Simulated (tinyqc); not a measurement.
# Circular transfer-length structure: two studies

A disc contact of radius r0 and a very wide ring contact from r1 = r0 + sp outwards lie on a thin layer; the metal has no resistance and the sheet resistance under the contacts equals Rsh.

Inputs (values chosen for the exercise):
```
symbol,value,unit,meaning
Rsh,24,ohm/sq,sheet resistance of the semiconductor layer
rc,1.4e-5,ohm cm^2,specific contact resistivity
r0,61,um,radius of the inner contact
sp,50,um,gap between the contacts
```

Each table varies one quantity; the others keep the values above.

## Resistance against gap

Transfer length Lt = sqrt(rc/Rsh). R = (Rsh/2 pi) [(Lt/r0) I0(r0/Lt)/I1(r0/Lt) + ln(r1/r0) + (Lt/r1) K0(r1/Lt)/K1(r1/Lt)] with modified Bessel functions; for r0 >> Lt both ratios tend to 1. The last column is Rsh (sp + 2 Lt)/(2 pi r0).

Resistance against gap:

| sp (um) | R (ohm) | large-radius form (ohm) | linear form (ohm) |
|---|---|---|---|
| 2.9 | 1.120 | 1.112 | 1.138 |
| 5.1 | 1.236 | 1.226 | 1.276 |
| 8.9 | 1.428 | 1.416 | 1.514 |
| 16 | 1.763 | 1.747 | 1.958 |
| 27 | 2.229 | 2.210 | 2.647 |
| 48 | 2.987 | 2.963 | 3.962 |
| 84 | 4.015 | 3.987 | 6.216 |

What does the table show?

R rises from 1.12 to 4.01 ohm. The linear form is 1.6 % above it in the first row and 55 % above it in the last, where ln(1 + sp/r0) has bent well below sp/r0. A straight line through the end rows, read with the linear form, gives Rsh = 13.7 ohm/sq and Lt = 14.2 um, against 24 and 7.64.

## Effect of the inner radius

Same model as above.

Effect of the inner radius:

| r0 (um) | r0/Lt | inner contact (ohm) | rc/(pi r0^2) (ohm) | Rsh Lt/(2 pi r0) (ohm) |
|---|---|---|---|---|
| 3 | 0.39279 | 50.464 | 49.515 | 9.7245 |
| 5.7 | 0.74631 | 14.650 | 13.716 | 5.1182 |
| 11 | 1.4402 | 4.5647 | 3.6829 | 2.6521 |
| 21 | 2.7495 | 1.7594 | 1.0105 | 1.3892 |
| 40 | 5.2372 | 0.81163 | 0.27852 | 0.72934 |
| 76 | 9.9507 | 0.40477 | 0.077153 | 0.38386 |
| 150 | 19.640 | 0.19964 | 0.019806 | 0.19449 |
| 280 | 36.661 | 0.10564 | 0.0056841 | 0.10419 |

The inner contact goes as r0^(-1.93) between the first two rows, where it is 1.9 % above rc over the area, and as r0^(-1.02) between the last two, where it is 1.4 % above the rim form: a small disc uses its whole area, a large one only a rim of width Lt.

Numbers from tinyqc (`OMP_NUM_THREADS=1 python tinyqc.py 2760109 2760110 out.jsonl`; about 0.01 s on one thread of a shared Intel Xeon 2.30GHz).
